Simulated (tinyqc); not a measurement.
One level coupled to a phonon between two leads, self-consistent Born approximation: one step of the calculation.

Wide-band leads with mu_L = +V/2 and mu_R = -V/2; phonons in equilibrium, Nq = 1/(exp(w0/kB T) - 1). Scattering links only energies that differ by w0, so a ladder E_k = E1 + k w0 closes on itself; terms that reach past its ends are dropped. Gn and Gp are the electron and hole parts of the spectral function A = Gn + Gp.

Question. Scattering functions. Sin(E) = M^2 [(Nq + 1) Gn(E + w0) + Nq Gn(E - w0)], Sout(E) = M^2 [(Nq + 1) Gp(E - w0) + Nq Gp(E + w0)]. Nq = 1/(exp(w0/kB T) - 1).

Parameters, values chosen for the exercise:
- T = 300 K (temperature of leads and phonons)
- w0 = 25 meV (phonon energy)
- M = 4.6 meV (electron-phonon matrix element)

Constants: q = 1.602176634e-19 C, kB = 1.380649e-23 J/K, Vt = kB T/q. Results are converted to the units shown.

| rung | Gn (1/meV) | Gp (1/meV) |
|---|---|---|
| 0 | 0.0024671799 | 1.4980468e-4 |
| 1 | 0.0043847326 | 5.6854246e-4 |
| 2 | 0.0099911688 | 0.0025411639 |
| 3 | 0.041953750 | 0.021177099 |
| 4 | 0.047452078 | 0.052286977 |
| 5 | 0.0044073773 | 0.011630666 |

Give: Sin; Sout.

Answer.

| rung | Sin (meV) | Sout (meV) |
|---|---|---|
| 0 | 0.1497 | 0.007380 |
| 1 | 0.3731 | 0.03810 |
| 2 | 1.489 | 0.2943 |
| 3 | 1.750 | 0.7655 |
| 4 | 0.6950 | 0.8740 |
| 5 | 0.6159 | 1.785 |

Range of the model: The self-consistent Born approximation keeps only non-crossing phonon lines and no Hartree shift; it is rough once the coupling nears the phonon energy.

Numbers from tinyqc (`OMP_NUM_THREADS=1 python tinyqc.py 2720018 2720019 out.jsonl`; about 0.08 s on one thread of a shared Intel Xeon 2.30GHz).
